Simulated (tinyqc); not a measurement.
Sp3 tight binding, zinc-blende lattice, step by step. Computed by tinyqc, a small Python program that keeps every step. Command: `OMP_NUM_THREADS=1 python tinyqc.py 23709 23710 out.jsonl` (the two numbers bound the seeds that draw the settings). One thread of a shared host (Intel(R) Xeon(R) Processor @ 2.60GHz), about 0.01 s of CPU time with the checks.

## Bloch Hamiltonian at k

Parameters chosen for this model: zinc-blende lattice, anion at 0, cation at a/4 (1,1,1); V = eta hbar^2 / (m d^2), hbar^2/m = 7.619964 eV angstrom^2:
```
parameter          value      unit
a               6.430000  angstrom
d               2.784272  angstrom
Es anion      -17.510000        eV
Ep anion       -9.500000        eV
Es cation     -10.520000        eV
Ep cation      -5.860000        eV
eta ss         -1.400000
eta sp          1.840000
eta pp sigma    3.240000
eta pp pi      -0.810000
V ss           -1.376125        eV
V sp            1.808621        eV
V pp sigma      3.184745        eV
V pp pi        -0.796186        eV
```

k point k (2 pi / a): -0.610000  -0.370000  0.440000

Slater-Koster rules over the four bonds with direction cosines (l, m, n): ss V_ss; s-px l V_sp; px-s -l V_sp; px-px l^2 V_pps + (1 - l^2) V_ppp; px-py l m (V_pps - V_ppp); each times exp(i k.d).

H(k) at k (eV):
```
                      a s                 a px                 a py                a pz
a s            -17.510000             0.000000             0.000000            0.000000
a px             0.000000            -9.500000             0.000000            0.000000
a py             0.000000             0.000000            -9.500000            0.000000
a pz             0.000000             0.000000             0.000000           -9.500000
c s   -2.038336-1.576048i  -0.840500-2.200726i  -1.820599-1.015989i  1.445607+1.279538i
c px   0.840500+2.200726i   0.786215+0.607904i  -1.837074-1.626035i  2.313614+1.291118i
c py   1.820599+1.015989i  -1.837074-1.626035i   0.786215+0.607904i  1.068105+2.796679i
c pz  -1.445607-1.279538i   2.313614+1.291118i   1.068105+2.796679i  0.786215+0.607904i

                      c s                 c px                 c py                 c pz
a s   -2.038336+1.576048i   0.840500-2.200726i   1.820599-1.015989i  -1.445607+1.279538i
a px  -0.840500+2.200726i   0.786215-0.607904i  -1.837074+1.626035i   2.313614-1.291118i
a py  -1.820599+1.015989i  -1.837074+1.626035i   0.786215-0.607904i   1.068105-2.796679i
a pz   1.445607-1.279538i   2.313614-1.291118i   1.068105-2.796679i   0.786215-0.607904i
c s            -10.520000             0.000000             0.000000             0.000000
c px             0.000000            -5.860000             0.000000             0.000000
c py             0.000000             0.000000            -5.860000             0.000000
c pz             0.000000             0.000000             0.000000            -5.860000
```

## Levels at k

Diagonalise the Hermitian matrix.

eigenvalues (eV): -19.290781  -14.569982  -12.109058  -11.979671  -6.976803  -3.694682  -3.372456  -2.116567

weights |c|^2 of the basis functions:
```
        band 1    band 2    band 3    band 4    band 5    band 6    band 7    band 8
a s   0.858008  0.007203  0.006215  0.000291  0.099505  0.012283  0.000106  0.016389
a px  0.000947  0.173603  0.340589  0.101989  0.106953  0.168005  0.008768  0.099146
a py  0.000030  0.169813  0.326641  0.141425  0.074858  0.071129  0.106083  0.110019
a pz  0.000025  0.171442  0.017871  0.467242  0.045179  0.014657  0.173756  0.109828
c s   0.076361  0.337703  0.037571  0.001787  0.509231  0.011554  0.000127  0.025665
c px  0.026125  0.042467  0.125600  0.040096  0.069226  0.476356  0.021631  0.198498
c py  0.020206  0.050288  0.119636  0.065298  0.057052  0.204319  0.263500  0.219701
c pz  0.018296  0.047481  0.025877  0.181872  0.037995  0.041697  0.426029  0.220753
```

## Bloch Hamiltonian at G

k point G (2 pi / a): 0  0  0

As before.

H(k) at G (eV):
```
             a s       a px       a py       a pz         c s       c px       c py       c pz
a s   -17.510000   0.000000   0.000000   0.000000   -5.504498   0.000000   0.000000   0.000000
a px    0.000000  -9.500000   0.000000   0.000000    0.000000   2.123164   0.000000   0.000000
a py    0.000000   0.000000  -9.500000   0.000000    0.000000   0.000000   2.123164   0.000000
a pz    0.000000   0.000000   0.000000  -9.500000    0.000000   0.000000   0.000000   2.123164
c s    -5.504498   0.000000   0.000000   0.000000  -10.520000   0.000000   0.000000   0.000000
c px    0.000000   2.123164   0.000000   0.000000    0.000000  -5.860000   0.000000   0.000000
c py    0.000000   0.000000   2.123164   0.000000    0.000000   0.000000  -5.860000   0.000000
c pz    0.000000   0.000000   0.000000   2.123164    0.000000   0.000000   0.000000  -5.860000
```

## Levels at G

As before.

eigenvalues (eV): -20.535316  -10.476466  -10.476466  -10.476466  -7.494684  -4.883534  -4.883534  -4.883534

## Bands along a path

The same steps at evenly spaced points between the labelled ones.

Bands along the path (eV):
```
k             band 1      band 2      band 3      band 4     band 5     band 6     band 7     band 8
L         -19.339573  -14.649157  -11.817343  -11.817343  -7.210750  -3.542657  -3.542657  -2.190520
L-G 0.20  -19.495476  -14.305684  -11.708621  -11.708621  -7.189262  -3.651379  -3.651379  -2.399578
L-G 0.40  -19.844058  -13.412454  -11.409000  -11.409000  -7.147779  -3.951000  -3.951000  -2.985709
L-G 0.60  -20.199115  -12.225917  -11.001504  -11.001504  -7.156790  -4.358496  -4.358496  -3.808178
L-G 0.80  -20.447327  -11.053448  -10.630940  -10.630940  -7.316939  -4.729060  -4.729060  -4.572286
G         -20.535316  -10.476466  -10.476466  -10.476466  -7.494684  -4.883534  -4.883534  -4.883534
G-X 0.20  -20.417629  -10.916429  -10.854922  -10.854922  -7.204834  -4.851107  -4.505078  -4.505078
G-X 0.40  -20.081512  -11.881897  -11.679581  -11.679581  -6.662784  -4.763807  -3.680419  -3.680419
G-X 0.60  -19.588661  -12.956691  -12.508030  -12.508030  -6.193912  -4.650736  -2.851970  -2.851970
G-X 0.80  -19.086248  -13.848532  -13.086144  -13.086144  -5.900329  -4.554890  -2.273856  -2.273856
X         -18.852743  -14.217852  -13.291265  -13.291265  -5.802148  -4.517257  -2.068735  -2.068735
X-W 0.20  -18.852743  -14.217852  -13.291265  -13.291265  -5.802148  -4.517257  -2.068735  -2.068735
X-W 0.40  -18.852743  -14.217852  -13.291265  -13.291265  -5.802148  -4.517257  -2.068735  -2.068735
X-W 0.60  -18.852743  -14.217852  -13.291265  -13.291265  -5.802148  -4.517257  -2.068735  -2.068735
X-W 0.80  -18.852743  -14.217852  -13.291265  -13.291265  -5.802148  -4.517257  -2.068735  -2.068735
W         -18.852743  -14.217852  -13.291265  -13.291265  -5.802148  -4.517257  -2.068735  -2.068735
```

With 4 band(s) filled, the highest filled level on these points lies at G and the lowest empty one at G: a gap of 2.9818 eV, direct.
